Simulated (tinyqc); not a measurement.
Admittance spectroscopy and thermally stimulated current of one trap level in a depletion layer. Changing the test frequency f. Computed by tinyqc, a small Python program. Command: `OMP_NUM_THREADS=1 python tinyqc.py 3112246 3112247 out.jsonl admit sweep`. One thread of a shared host (Intel(R) Xeon(R) Processor @ 2.30GHz), about 0.01 s of CPU time with the checks.

A Schottky junction on n-type material holds one donor-like electron trap; shallow donors are fully ionised and abrupt depletion edges are assumed.

Inputs (values chosen for the exercise, modelled on n-type beta-Ga2O3):

| quantity | value | unit |
|---|---|---|
| dielectric constant eps | 10 | - |
| density-of-states mass m | 0.287 | m_0 |
| shallow doping N | 1.4e+15 | 1/cm^3 |
| trap density N_t | 3.8e+13 | 1/cm^3 |
| trap depth E_t below the band | 0.318 | eV |
| capture cross section sigma | 1e-16 | cm^2 |
| band bending V_b | 1.8 | V |

Constants: k_B = 1.380649e-23 J/K; m_0 = 9.1093837015e-31 kg; h = 6.62607015e-34 J s; k_B = 8.617333262e-05 eV/K; eps_0 = 8.8541878128e-12 F/m; e = 1.602176634e-19 C.

Method:
- N_c = 2 (2 pi m k_B T/h^2)^(3/2), v_th = sqrt(3 k_B T/m), emission rate e_n = sigma v_th N_c exp(-E_t/(k_B T)).
- Where the level crosses the Fermi level capture equals emission, so the trap follows the signal with the rate 2 e_n; G/omega peaks at omega = 2 e_n (the correction for large N_t/N is left out).
- Solve 2 e_n(T_p) = 2 pi f.
- With E_c - E_F = k_B T_p ln(N_c/N): lambda = sqrt(2 eps eps_0 (E_t - (E_c - E_F))/(e^2 N)); traps are empty and charged for x < x_t = w - lambda, and V_b = e (N w^2 + N_t x_t^2)/(2 eps eps_0). High frequency: C_hf = eps eps_0/w. Low frequency: C_lf = eps eps_0 (N + N_t)/(N w + N_t x_t).

One run for each value:

| test frequency f (Hz) | peak temperature T_p (K) | step (C_lf - C_hf)/C_hf | E_c - E_F = k_B T_p ln(N_c/N) (eV) | lambda (nm) |
|---|---|---|---|---|
| 10 | 198.61 | 0.0087825 | 0.12498 | 390.36 |
| 70 | 219.23 | 0.0084148 | 0.14077 | 374.06 |
| 500 | 244.62 | 0.0079305 | 0.16053 | 352.59 |
| 4000 | 278.23 | 0.0072261 | 0.18721 | 321.33 |
| 30000 | 320.09 | 0.0062157 | 0.22118 | 276.47 |
| 200000 | 371.62 | 0.0046424 | 0.26396 | 206.56 |

Describe the trends.

Over the rows, peak temperature T_p (K) rises from 199 to 372 (exponent d ln y / d ln x 0.051 between the first rows and 0.079 between the last); step (C_lf - C_hf)/C_hf falls from 0.00878 to 0.00464 (exponent d ln y / d ln x -0.022 between the first rows and -0.15 between the last); E_c - E_F = k_B T_p ln(N_c/N) (eV) rises from 0.125 to 0.264 (exponent d ln y / d ln x 0.061 between the first rows and 0.093 between the last).  Left out: 1.00e6, 1.00e7 (the level does not cross the Fermi level inside the depletion layer).

Extremes, crossings and ranges named in words are read from the listed rows.
